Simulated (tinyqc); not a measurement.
Polytypes and stacking faults of a tetrahedral semiconductor in an axial Ising model with couplings up to third neighbours: one step, computed by the program tinyqc.

Each double layer has s = +1 or -1 for the sense of its stacking step; E per pair of atoms = E0 - sum_n J_n <s_i s_(i+n)>, n = 1, 2, 3. Hexagonality h = (1 - <s_i s_(i+1)>)/2.

Question. Electronic energy gained by the fault. The fault binds electrons in a two-dimensional band E_b below the conduction edge, g2 = m m0/(pi hbar^2) for one valley. With the Fermi level held by the bulk, eta = ln[n/N_c(T)], N_c(T) = N_c (T/300)^1.5, the grand potential falls by g2 (k_B T)^2 F1(x), x = eta + E_b/(k_B T), F1(x) = integral from 0 to infinity of ln(1 + exp(x - t)) dt; sheet density g2 k_B T ln(1 + e^x). Band bending by the trapped charge is left out, so the gain is an upper bound. Net fault energy = gamma of the I2 fault less the electronic gain.

Inputs (values chosen for the exercise, of the order of those of GaN for J, a, G and the gaps):
```
quantity                                    value    unit
binding energy of the fault level E_b        0.13      eV
in-plane mass m                              0.45      m0
effective density of states N_c at 300 K  1.4e+19  1/cm^3
electron density n                        1.9e+18  1/cm^3
temperature T                                 450       K
```

Host polytype: 2H.

energy of the glide fault, I2 = 32.86978 mJ/m^2

Constants: m_0 = 9.1093837015e-31 kg; hbar = 1.054571817e-34 J s; k_B = 1.380649e-23 J/K; k_B = 8.617333262e-05 eV/K.

Give: x; sheet density; electronic gain; net fault energy.

Answer.

x = 0.74702

sheet density = 8.2724e+12 1/cm^2

electronic gain = 0.67793 mJ/m^2

net fault energy = 32.192 mJ/m^2

The gain offsets 2.1 % of the fault energy.
